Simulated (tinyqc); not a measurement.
Gap against thickness: thin (001) film in sp3s* tight binding with raised dangling bonds.

Planes alternate anion (a), cation (c) along [001], a/4 apart, starting with an anion; zero in-plane momentum; levels counted from the bulk Ev, the lower root of [[Epa, Vxx], [Vxx, Epc]]; no spin-orbit coupling. Block of s, pz, s*: from an anion to the cation above, Vss/2 (s,s), Vsapc/2 (s,z), -Vscpa/2 (z,s), Vxx/2 (z,z), Vxapc/2 (s*,z), -Vpaxc/2 (z,s*); to the cation below the same with the s-z and s*-z signs reversed. Block of u = (px + py)/sqrt2 and v = (px - py)/sqrt2: to the cation above (Vxx + Vxy)/2 for u and (Vxx - Vxy)/2 for v, to the cation below the reverse. Each surface atom has two dangling sp3 hybrids; raising both by dl adds (dl/2) [[1, t], [t, 1]] to its s, pz levels (t = -1 at the bottom face, +1 at the top) and dl to the one of u, v in whose plane the missing bonds lie (v for a bottom anion or a top cation, u for a top anion).

Values chosen for the exercise (near a published set for InAs, fitted to gaps, whose masses and valley positions are rough; not measured data): p = (-9.515, 0.907, -2.738, 3.753, 7.38, 6.814, -5.624, 1.831, 4.495, 3.059, 5.456, 3.339, 3.886) eV (order Esa, Epa, Esc, Epc, Exa, Exc, Vss, Vxx, Vxy, Vsapc, Vscpa, Vxapc, Vpaxc); a = 6.061 angstrom (lattice constant); dp = 30 eV (value of dl for the passivated films); Ns = (9, 11, 17, 18, 22, 32, 47, 63) (numbers of planes).

edges (eV): Gamma 0.42836, Delta 2.32246

Passivated films (finite dp, so levels can still be some meV from their limit), thickness N a/4. Highest level below mid-gap (either block) and the two lowest above it. The exponents are -d ln(shift)/d ln N between the sixth and the last film, for the valence level and for the lowest conduction level.

Levels (eV):

| N | thickness (angstrom) | Ev1 | Ec1 | Ec2 | gap |
|---|---|---|---|---|---|
| 9 | 13.64 | -0.2666 | 0.7576 | 1.9291 | 1.0242 |
| 11 | 16.67 | -0.1941 | 0.6945 | 1.7009 | 0.8886 |
| 17 | 25.76 | -0.0937 | 0.5952 | 1.2659 | 0.6889 |
| 18 | 27.27 | -0.0767 | 0.6177 | 1.2408 | 0.6944 |
| 22 | 33.34 | -0.0547 | 0.5801 | 1.0867 | 0.6348 |
| 32 | 48.49 | -0.0283 | 0.5274 | 0.8598 | 0.5558 |
| 47 | 71.22 | -0.0146 | 0.4812 | 0.6822 | 0.4959 |
| 63 | 95.46 | -0.0084 | 0.4654 | 0.5999 | 0.4737 |

exponents: valence 1.80, conduction 1.45

The gap is 1.024 eV at 13.6 angstrom and 0.474 eV at 95.5, against 0.428 eV in the bulk along this line. At 18 planes the conduction side gives 189 meV of the widening and the valence side 77 meV. A hard-walled parabolic band has exponent 2; departures come from the offset between N a/4 and the effective width, from non-parabolicity and from the termination (odd and even N end differently: in the direction of the bond rows at the two faces and, in a compound, in the kind of atom), which also makes single steps in N uneven. Ec1 is the Gamma subband.

Computed by tinyqc, a small Python program: `OMP_NUM_THREADS=1 python tinyqc.py 1452547 1452548 out.jsonl` (the numbers bound the seed that draws the inputs); one thread of a shared host (Intel(R) Xeon(R) Processor @ 2.30GHz), about 0.4 s for the whole set of steps.
